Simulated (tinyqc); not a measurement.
Worked calculation: LCCD on RHF in the sto-3g basis, for H3+, spin multiplicity 1. One step of it, computed by the program tinyqc.

Problem. LCCD: starting amplitudes. t_ij^ab = <ij||ab> / (e_i + e_j - e_a - e_b), whose energy is MP2.

orbital energies (hartree): MO1 -0.989061, MO2 -0.232066, MO3 0.003159

Two-electron integrals over orbitals (pq|rs), unique and non-zero (hartree):
```
(11|11) 0.546686    (21|11) -0.000010   (21|21) 0.144738    (22|11) 0.508161
(22|21) 0.000029    (22|22) 0.588561    (31|11) 0.039504    (31|21) 1.30e-06
(31|22) -0.080486   (31|31) 0.145461    (32|11) 2.14e-06    (32|21) -0.117343
(32|22) -0.000013   (32|31) -0.000023   (32|32) 0.107887    (33|11) 0.550692
(33|21) -0.000031   (33|22) 0.480881    (33|31) 0.097128    (33|32) 0.000012
(33|33) 0.608566
```

Give: Starting amplitudes; correlation energy.

Solution.

Starting amplitudes (spin orbitals 1a, 1b, ...; amplitudes related by a flip of all spins are not repeated):

| from | to | t |
|---|---|---|
| 1a 1b | 2a 2b | -0.0956 |
| 1a 1b | 3a 3b | -0.0733 |
| 1a 1b | 2a 3b | -7.42e-07 |

correlation energy = -0.024499 hartree
